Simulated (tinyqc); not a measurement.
The same layer on three faces: model-solid line-up of a strained alloy layer on a substrate.

All values of the alloy are linear in x but the gap, Eg(x) = (1 - x) Eg_A + x Eg_B - C x (1 - x), and the valence edge, Ev(x) = (1 - x) Ev_A + x Ev_B + fv C x (1 - x); Ec = Ev + Eg. Ev is the top of the unstrained valence band on a scale common to all materials. In the layer only the Gamma valley of the conduction band is followed, also where an X or L valley would lie lower.

Coherent growth: e_par = (a_s - a)/a. (001): e_perp = -2 (C12/C11) e_par; exx = eyy = e_par, ezz = e_perp, no shear. (111): e_perp = -(2 C11 + 4 C12 - 4 C44)/(C11 + 2 C12 + 4 C44) e_par; exx = eyy = ezz = (2 e_par + e_perp)/3 and exy = eyz = ezx = (e_perp - e_par)/3. (110): e_perp = -(C11 + 3 C12 - 2 C44)/(C11 + C12 + 2 C44) e_par; exx = eyy = (e_par + e_perp)/2, ezz = e_par, exy = (e_perp - e_par)/2, eyz = ezx = 0.

Strained edges: Ec + ac tr(e); the valence edges are Ev plus the levels of the 6 x 6 matrix of X, Y, Z times spin with -Dso/3 + l exx + m (eyy + ezz) on the diagonal (cyclic), n exy off it, l = av + 2 b, m = av - b, n = sqrt(3) d. Spin-orbit term (Dso/3) L.sigma on X, Y, Z with (L_k)_ij = -i epsilon_kij: <X+|H|Y+> = -i Dso/3, <X+|H|Z-> = Dso/3, <Y+|H|Z-> = -i Dso/3, <Z+|H|X-> = -Dso/3, <Z+|H|Y-> = i Dso/3, <X-|H|Y-> = i Dso/3, and their conjugates; + and - are the spin along z.

Parameters, chosen for this exercise (A near GaSb, B near GaAs, substrate near InP; not measured data): a = (6.099, 5.661) angstrom (lattice constant of A, B); Eg = (0.813, 1.507) eV (gap at Gamma to the s-like level of A, B); Dso = (0.751, 0.343) eV (spin-orbit splitting of A, B); Ev = (-0.03, -0.81) eV (top of the unstrained valence band of A, B); ac = (-7.53, -7.14) eV (conduction deformation potential of A, B); av = (0.79, 1.17) eV (valence hydrostatic potential of A, B); b = (-2, -1.99) eV (tetragonal shear potential of A, B); d = (-4.69, -4.86) eV (trigonal shear potential of A, B); C11 = (88, 121.3) GPa (of A, B); C12 = (39.7, 57.4) GPa (of A, B); C44 = (43.4, 59.3) GPa (of A, B); C = 1.29 eV (bowing of the gap); fv = 0.6 (share of the bowing taken by the valence edge); a_s = 5.873 angstrom (substrate); x = 0.71 (fraction of B).

Composition and substrate are kept.

Results:

| face | e_perp (%) | tr(e) (%) | shift of Ec (meV) | shift of Ev (meV) | valence splitting (meV) | gap (eV) |
|---|---|---|---|---|---|---|
| (001) | -1.375 | 1.562 | -113.3 | 85.3 | 125.4 | 0.8415 |
| (111) | -0.721 | 2.215 | -160.7 | 98.1 | 135.4 | 0.7814 |
| (110) | -0.855 | 2.082 | -151.0 | 95.7 | 133.5 | 0.7934 |

What does the comparison show, and why?

The layer yields most along the normal on (001) and least on (111), so the volume change, and with it the shift of Ec, is largest on (111). The valence splitting, set by b on (001), by d on (111) and by both on (110), is largest on (111). The gaps span 60 meV, from (111) to (001).

(tinyqc, `OMP_NUM_THREADS=1 python tinyqc.py 1050145 1050146 out.jsonl`, Intel(R) Xeon(R) Processor @ 2.30GHz, 1 thread, shared host, about 0.01 s.)
